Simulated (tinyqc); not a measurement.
Worked calculation: tight binding, kagome lattice. Computed by tinyqc, a small Python program that keeps every step. Settings: t1 = 1.47, t2 = 1.47, delta = 0, bands filled = 1. Command: `OMP_NUM_THREADS=1 python tinyqc.py 26827 26828 out.jsonl` (the two numbers bound the seeds that draw the settings). One thread of a shared host (Intel(R) Xeon(R) Processor @ 2.60GHz), about 0.01 s of CPU time with the checks.

## Bloch Hamiltonian at k

Parameters chosen for this model:
```
parameter     value                unit
t1         1.470000    eV, up triangles
t2         1.470000  eV, down triangles
delta             0        eV on site C
```

k point k (fractions of the reciprocal vectors): -0.36000  -0.28000

H_AB = -t1 - t2 exp(-i k.a1), H_AC = -t1 - t2 exp(-i k.a2), H_BC = -t1 - t2 exp(i k.(a1 - a2)), H_CC = delta.

H(k) at k (eV), lower triangle (Hermitian):
```
                   A                  B        C
A            0.00000
B  -0.53299+1.13265i            0.00000
C  -1.19455+1.44396i  -2.75817-0.70818i  0.00000
```

## Levels at k

Diagonalise the Hermitian matrix.

eigenvalues (eV): -4.05946  1.11946  2.94000

weights |c|^2 of the basis functions:
```
    band 1   band 2   band 3
A  0.23090  0.72715  0.04195
B  0.35772  0.23957  0.40271
C  0.41138  0.03328  0.55534
```

## Bloch Hamiltonian at K

k point K (fractions of the reciprocal vectors): 0.33333  0.66667

As before.

H(k) at K (eV), lower triangle (Hermitian):
```
                   A                  B        C
A            0.00000
B  -0.73500-1.27306i            0.00000
C  -0.73500+1.27306i  -0.73500-1.27306i  0.00000
```

## Levels at K

As before.

eigenvalues (eV): -1.47000  -1.47000  2.94000

## Bands along a path

The same steps at evenly spaced points between the labelled ones.

Bands along the path (eV):
```
k            band 1    band 2   band 3
G          -5.88000   2.94000  2.94000
G-K 0.20   -5.62582   2.68582  2.94000
G-K 0.40   -4.90724   1.96724  2.94000
G-K 0.60   -3.84851   0.90851  2.94000
G-K 0.80   -2.63269  -0.30731  2.94000
K          -1.47000  -1.47000  2.94000
K-M 0.20   -1.96724  -0.97276  2.94000
K-M 0.40   -2.37851  -0.56149  2.94000
K-M 0.60   -2.68582  -0.25418  2.94000
K-M 0.80   -2.87575  -0.06425  2.94000
M          -2.94000         0  2.94000
M-K' 0.20  -2.87575  -0.06425  2.94000
M-K' 0.40  -2.68582  -0.25418  2.94000
M-K' 0.60  -2.37851  -0.56149  2.94000
M-K' 0.80  -1.96724  -0.97276  2.94000
K'         -1.47000  -1.47000  2.94000
```

With 1 band(s) filled, the highest filled level on these points lies at K and the lowest empty one at K: the bands touch or overlap, so there is no gap.
